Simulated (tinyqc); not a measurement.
Worked calculation: phonon transmission through an interface between two chains by Green functions. Computed by tinyqc, a small Python program that keeps every step. Command: `OMP_NUM_THREADS=1 python tinyqc.py 3013541 3013542 out.jsonl agf walk`. One thread of a shared host (Intel(R) Xeon(R) Processor @ 2.30GHz), about 0.01 s of CPU time with the checks. Intermediate numbers are printed to about 5 digits and carried at full precision; extremes and crossings named in words are read from the listed rows.

Two semi-infinite chains (masses m_1, m_2; springs k_1, k_2), motion along the chain. The central region holds the end atom of each chain, joined by springs k_b. lambda = omega^2 in eV/(angstrom^2 u); nu = 15.6333042 THz x sqrt(lambda).

Inputs (values chosen for the exercise, for two model chains):
```
quantity                          value           unit
mass m_1                           49.3              u
spring k_1                         3.44  eV/angstrom^2
mass m_2                           65.6              u
spring k_2                         2.66  eV/angstrom^2
junction spring k_b                2.75  eV/angstrom^2
probe frequency / lower band top   0.45              -
temperature T                        50              K
```

Atoms in the interlayer: none.

Constants: nu for 1 eV/(angstrom^2 u) = 15.6333042 THz; h x 1 THz = 4.135667696 meV; k_B = 8.617333262e-05 eV/K; k_B = 1.380649e-23 J/K; h = 6.62607015e-34 J s.

## Band tops and impedances

nu_max = 15.6333042 THz x 2 sqrt(k/m); impedance Z = sqrt(k m); long-wave transmission 4 Z_1 Z_2/(Z_1 + Z_2)^2; the probe frequency is the given share of the lower band top.

band top of chain 1 = 8.2592 THz

band top of chain 2 = 6.2961 THz

Z_1 = 13.023 sqrt(eV u)/angstrom

Z_2 = 13.210 sqrt(eV u)/angstrom

long-wave transmission = 0.99995

probe frequency = 2.8332 THz

## Self-energies and the matrix at the probe frequency

In chain i, sin(q_i a/2) = nu/nu_max,i. An outgoing wave makes the next atom move as exp(i q_i a) times the end atom, so the lead adds the self-energy Sigma_i = -k_i exp(i q_i a) to the force-constant matrix; Gamma_i = -2 Im Sigma_i = 2 k_i sin(q_i a). A = lambda M - K - Sigma over the central atoms, with K_ii the sum of the springs at i, K_(i,i+1) = -k_b; G = inverse of A; transmission = Gamma_1 Gamma_2 |G_(first,last)|^2.

q_1 a = 0.70030 rad

q_2 a = 0.93353 rad

Gamma_1 = 4.4338 eV/angstrom^2

Gamma_2 = 4.2758 eV/angstrom^2

A (complex symmetric) (eV/angstrom^2):
```
                 end of 1         end of 2
end of 1  -1.9404+2.2169i           2.7500
end of 2           2.7500  -1.6727+2.1379i
```

## Transmission at the probe frequency

The formulas are those given above.

G_(first,last) = 0.17326-0.15031i angstrom^2/eV

transmission = 0.99741

It is below the long-wave value 1.000.

## Thermal conductance

Landauer conductance G = k_B int tau(nu) x^2 e^x/(e^x - 1)^2 d nu, x = h nu/(k_B T), from 0 to the lower band top (240 Gauss-Legendre points in s from 0 to 1, nu = nu_top sin(pi s/2)); tau is the transmission, and its thermal mean is G over the value for tau = 1 in the same window; the quantum is g_0 = pi^2 k_B^2 T/(3 h).

conductance G = 45.220 pW/K

thermal mean of the transmission = 0.99189

G/g_0 = 0.95559

## Transmission spectrum against simple models

Long-wave value 4 Z_1 Z_2/(Z_1 + Z_2)^2. Continuum estimate, with omega = sqrt(lambda): a massless extra compliance c = 1/k_b - 1/(2 k_1) - 1/(2 k_2), tau = long-wave value/[1 + (omega c Z_1 Z_2/(Z_1 + Z_2))^2].

Transmission:
```
nu/nu_top  nu (THz)  Green function  long-wave value  continuum estimate
0.05         0.3148         0.99993          0.99995             0.99993
0.15         0.9444         0.99976          0.99995             0.99980
0.25         1.5740         0.99938          0.99995             0.99955
0.35         2.2036         0.99868          0.99995             0.99916
0.45         2.8332         0.99741          0.99995             0.99865
0.55         3.4628         0.99508          0.99995             0.99801
0.65         4.0924         0.99051          0.99995             0.99725
0.75         4.7221         0.98050          0.99995             0.99636
0.85         5.3517         0.95359          0.99995             0.99534
0.92         5.7924         0.89592          0.99995             0.99455
0.98         6.1702         0.68146          0.99995             0.99383
```

The transmission starts at the impedance value 1.000 and vanishes at the lower band top, 6.30 THz, above which chain 2 has no states. It keeps more than half of that value over all rows. The continuum estimate is within 0.05 up to nu/nu_top = 0.85; it leaves out dispersion.

## Conductance against temperature

The formulas are those given above.

Conductance:
```
T (K)  G (pW/K)  mean transmission    G/g_0  G for transmission 1 (pW/K)
1       0.94638            0.99995  0.99995                      0.94643
5        4.7318            0.99993  0.99993                       4.7322
20       18.920            0.99956  0.99953                       18.928
50       45.220            0.99189  0.95559                       45.590
100      68.175            0.97856  0.72033                       69.669
200      79.455            0.97169  0.41976                       81.770
400      82.969            0.96958  0.21916                       85.572
800      83.902            0.96902  0.11081                       86.584
```

At 1 K G/g_0 = 1.000; as T goes to 0 it tends to the long-wave transmission, where only the impedances count. Towards high T all modes count more and more alike; at 800 K G is 83.9 pW/K and the mean transmission is 0.969, which is at least 0.7 of the low-T value.

Checks made by the program: low-frequency limit against the impedance formula (relative difference below 1e-10); unitarity: Gamma_1 |G_11|^2 + Gamma_2 |G_1N|^2 = -2 Im G_11 (relative difference below 1e-10); conductance against a 1500-point midpoint sum (relative difference below 1e-10).
